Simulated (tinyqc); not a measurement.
Chemical vapour deposition: Grove model, boundary layer, depletion and step coverage: one step, computed by the program tinyqc.

A precursor diffuses to the surface and reacts there at first order; each molecule that reacts adds one formula unit of film.

Task: Gas-phase and surface constants. k_s = k0 exp(-E/(k_B T)); C_g = Y p/(k_B T), 1 torr = 133.322 Pa; D = D0 (T/273.15)^1.75 (760/p). Temperatures in kelvin are T(C) + 273.15. Mean speed c = sqrt(8 k_B T/(pi M)); reactive sticking probability beta = 4 k_s/c.

Inputs (values chosen for the exercise, close to those used for silicon dioxide from an alkoxysilane): prefactor k0 of k_s = 3.6e+09 cm/s; activation energy E = 1.84 eV; temperature T = 700 C; total pressure p = 0.67 torr; mole fraction of the precursor Y = 0.17; gas diffusivity D0 at 273.15 K and 760 torr = 0.4 cm^2/s; precursor mass M = 208 u.

Reactor: wafer stack, low pressure.

Constants: k_B = 1.380649e-23 J/K; u = 1.6605390666e-27 kg; k_B = 8.617333262e-05 eV/K.

Give: surface rate constant k_s; precursor density C_g; gas diffusivity D; mean speed c; sticking probability beta.

Result:

surface rate constant k_s = 1.0648 cm/s

precursor density C_g = 1.1302e+15 1/cm^3

gas diffusivity D = 4191.9 cm^2/s

mean speed c = 31474 cm/s

sticking probability beta = 1.3532e-04
